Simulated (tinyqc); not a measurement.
# Frequency dispersion of an accumulation capacitance by border traps, distributed model: effects of single changes

Traps spread evenly through the insulator exchange electrons with the semiconductor by tunnelling, with tau(x) = t0 exp(2 ka x) at depth x from the interface. The admittance per area Y seen at depth x obeys dY/dx = -Y^2/(i w eps0 eox) + q Nb ln(1 + i w tau)/tau, with Y(0) = i w Cs and w = 2 pi f; the gate sees Y(tox) = G + i w C. Working variable y = Y/(i w), in uF/cm^2. Cox = eps0 eox/tox.

Values chosen for this exercise; permittivity close to that of hafnium oxide: relative permittivity of the insulator eox = 18.9; insulator thickness tox = 7.1 nm; semiconductor capacitance in accumulation Cs = 4.6 uF/cm^2; density of border traps Nb = 1.1e19 cm^-3 eV^-1; decay constant of the wave function in the insulator ka = 5.2 1/nm; time constant of a trap at the interface t0 = 6e-10 s; frequency f = 100 Hz.

Constants: q = 1.602176634e-19 C, eps0 = 8.8541878128e-14 F/cm where lengths are in cm. Results are converted to the units shown.

Each table varies one quantity; the others keep the values above.

## Capacitance and loss against frequency

Cox; trap-free value 1/(1/Cox + 1/Cs); response depth d = ln(1/(w t0))/(2 ka), where w tau = 1; lumped estimate: all traps within d act as C_bt = q Nb d placed at d/2, so C = 1/{1/[1/(1/Cs + d/(2 eps0 eox)) + C_bt] + (tox - d/2)/(eps0 eox)}. C and G from a fine integration; dispersion -d C/d log10 f over C, from f times and over 1.1. For a broad spread of time constants G/w is close to -(pi/2) dC/d ln w.

The same in every row: trap-free C (uF/cm^2) = 1.558.

Result of one run:
```
f (Hz)  d (nm)  C (uF/cm^2)  G/w (uF/cm^2)  dispersion (% a decade)  -(pi/2) dC/d ln w (uF/cm^2)  lumped C (uF/cm^2)
1e7     0.3152        1.568       0.003685                   0.3474                     0.003716               1.565
```

What becomes of these results when the frequency f is changed from 1e7 to 1e6 Hz, all else the same?

Result of the changed run:
```
f (Hz)  d (nm)  C (uF/cm^2)  G/w (uF/cm^2)  dispersion (% a decade)  -(pi/2) dC/d ln w (uF/cm^2)  lumped C (uF/cm^2)
1e6     0.5366        1.573       0.004094                   0.3814                     0.004094               1.571
```

The whole series:
```
f (Hz)  d (nm)  C (uF/cm^2)  G/w (uF/cm^2)  dispersion (% a decade)  -(pi/2) dC/d ln w (uF/cm^2)  lumped C (uF/cm^2)
10       1.644        1.611       0.006244                   0.5678                     0.006241               1.606
100      1.422        1.602       0.005779                   0.5285                     0.005776               1.598
1000     1.201        1.594       0.005332                   0.4901                     0.005330               1.590
10000   0.9794        1.587       0.004903                   0.4528                     0.004901               1.583
1e5     0.7580        1.580       0.004491                   0.4165                     0.004489               1.577
1e6     0.5366        1.573       0.004094                   0.3814                     0.004094               1.571
1e7     0.3152        1.568       0.003685                   0.3474                     0.003716               1.565
```

C falls from 1.611 to 1.568 uF/cm^2, towards the trap-free 1.558; each decade of frequency removes ln 10/(2 ka) = 0.221 nm from the response depth. The dispersion falls from 0.568 to 0.347 % a decade and G/w falls from 0.00624 to 0.00369 uF/cm^2. G/w lies between 0.992 and 1.00 times -(pi/2) dC/d ln w, the relation for a broad spread of time constants.

## Effect of the density of border traps

Same model as above.

The same in every row: d (nm) = 1.422; trap-free C (uF/cm^2) = 1.558.

Effect of the density of border traps:
```
Nb (cm^-3 eV^-1)  C (uF/cm^2)  G/w (uF/cm^2)  dispersion (% a decade)  -(pi/2) dC/d ln w (uF/cm^2)  lumped C (uF/cm^2)
1e18                    1.563       5.555e-4                  0.05208                     5.552e-4               1.562
2e18                    1.567       0.001105                   0.1033                     0.001104               1.566
6e18                    1.583       0.003240                   0.3000                     0.003239               1.580
1e19                    1.598       0.005283                   0.4842                     0.005280               1.595
3e19                    1.671        0.01426                    1.250                      0.01425               1.660
7e19                    1.793        0.02749                    2.246                      0.02747               1.768
2e20                    2.055        0.04847                    3.453                      0.04840               1.997
4e20                    2.269        0.05859                    3.775                      0.05845               2.179
```

Read the table: what changes, and by how much?

As Nb goes from 1e18 to 4e20, C rises from 1.56 to 2.27 uF/cm^2, the dispersion rises from 0.0521 to 3.78 % a decade and G/w rises from 5.55e-4 to 0.0586 uF/cm^2. The lumped estimate is 0.025 % below C in the first row and 4.0 % below it in the last. The dispersion goes as Nb^(0.99) between the first two rows and Nb^(0.13) between the last two: dense traps near the interface screen those behind them.

Numbers from tinyqc (`OMP_NUM_THREADS=1 python tinyqc.py 2202157 2202158 out.jsonl`; about 0.5 s on one thread of a shared Intel Xeon 2.30GHz).
